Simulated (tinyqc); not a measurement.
# Channel resistance from two points of the on-state curve

Inverse problem. In the p-i-n model Von = V1 + 2 Vt ln(J/(1 A/cm^2)) + J Rch, with V1 independent of J. Find Rch and V1.

Parameters, values chosen for the exercise: temperature T = 400 K.

Constants: q = 1.602176634e-19 C, kB = 1.380649e-23 J/K, Vt = kB T/q. Results are converted to the units shown.

Von at J = 50 and 150 A/cm^2 (V): [0.83783662, 1.0335735]

Solution. Remove the logarithmic junction term; the rest is linear in J.

Rch = 1.20 mohm cm^2
V1 = 0.508 V

Computed by the program tinyqc: `OMP_NUM_THREADS=1 python tinyqc.py 2590144 2590145 out.jsonl`, one thread of a shared Intel Xeon 2.30GHz, about 0.01 s for the whole run.
